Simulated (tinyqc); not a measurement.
Energy relaxation with and without hot phonons: decay of LO phonons and the hot-phonon bottleneck in the cooling of electrons. Computed by tinyqc, a small Python program. Command: `OMP_NUM_THREADS=1 python tinyqc.py 3026942 3026943 out.jsonl hotphonon walk`. One thread of a shared host (Intel(R) Xeon(R) Processor @ 2.30GHz), about 0.01 s of CPU time with the checks.

n(E, T) = 1/(exp(E/(k_B T)) - 1) is the Bose occupation. Electrons have a temperature T_e; the LO modes within their reach share one occupation N; the decay products stay at the lattice temperature.

Inputs (values chosen for the exercise, modelled on zinc oxide): LO energy hbar omega = 70 meV; lifetime at T = 0, tau_0 = 2 ps; share f of the energy in the softer product = 0.22; lattice temperature T = 500 K; electron mass m* = 0.266 m_0; eps_inf = 3.79; static dielectric constant eps_s = 8.39; electron density n = 5e+18 1/cm^3; density of LO modes that the electrons reach, N_m = 8.3e+19 1/cm^3.

Decay channel: two unequal phonons (Ridley).

Constants: k_B = 8.617333262e-05 eV/K; c = 299792458 m/s; e^2/(4 pi eps_0) = 14.39964548 eV angstrom; hbar^2/(2 m_0) = 3.80998212 eV angstrom^2; hbar = 6.582119569e-16 eV s; e = 1.602176634e-19 C; k_B = 1.380649e-23 J/K.

Method:
- Decay rate 1/tau = (1/tau_0) [1 + n(f hbar omega) + n((1 - f) hbar omega)].
- Full width Gamma = 1/(2 pi c tau) in 1/cm, c in cm/s.
- Froehlich coupling alpha = (e^2/(4 pi eps_0)) (1/eps_inf - 1/eps_s) k_0/(2 hbar omega), k_0 = sqrt(m* hbar omega/(hbar^2/(2 m_0))); emission time tau_sp = hbar/(2 alpha hbar omega); bottleneck ratio r = (n/N_m) tau/tau_sp.
- Net emission per electron: [(N + 1) x - N]/tau_sp with x = exp(-hbar omega/(k_B T_e)), a simple two-level balance; steady state of the modes: n [(N + 1) x - N]/tau_sp = N_m (N - N_0)/tau; power per electron P = hbar omega [(N + 1) x - N]/tau_sp.
- P(T_e) = (hbar omega/tau_sp) [(N_0 + 1) x - N_0]/[1 + r (1 - x)], and r = 0 without hot phonons; energy relaxation time tau_E = (3/2) k_B (T_e - T)/P.

emission time tau_sp = 4.51990 fs

equilibrium LO occupation N_0 = 0.245305

bottleneck ratio r = 7.16639

phonon lifetime tau = 0.537697 ps

Cooling:
```
T_e (K)  P, cold phonons (nW)  P, hot phonons (nW)   ratio  tau_E (ps)        N
530                    58.629               8.8579  6.6188    0.070140  0.27089
580                    152.89               23.888  6.4001    0.069356  0.31430
650                    276.87               45.295  6.1126    0.068584  0.37612
800                    510.70               91.682  5.5703    0.067766  0.51010
1000                   762.74               152.99  4.9857    0.067685  0.68715
1300                   1045.5               241.46  4.3300    0.068616  0.94267
1800                   1359.0               377.22  3.6028    0.071371   1.3348
2500                   1624.1               543.52  2.9881    0.076206   1.8151
```

What follows from these numbers?

Reabsorption cuts the loss by a factor 6.62 at the lowest T_e and 2.99 at the highest; the factor is 1 + r (1 - x) with r = 7.17. tau_E runs from 0.070 to 0.076 ps, with its shortest value, 0.068 ps, at T_e = 1000 K, against tau_sp = 4.5 fs and a phonon lifetime of 0.54 ps. For r (1 - x) much above 1 the loss tends to hbar omega (N_m/n)(n(hbar omega, T_e) - N_0)/tau, in which tau_sp no longer appears. Pauli blocking is left out, as are upper valleys and non-parabolic bands, which can matter above about 1000 K. Caution: alpha is above 1/2, so hbar/tau_sp exceeds hbar omega and the emission time, a weak-coupling result, is only rough.

Extremes, crossings and ranges named in words are read from the listed rows.
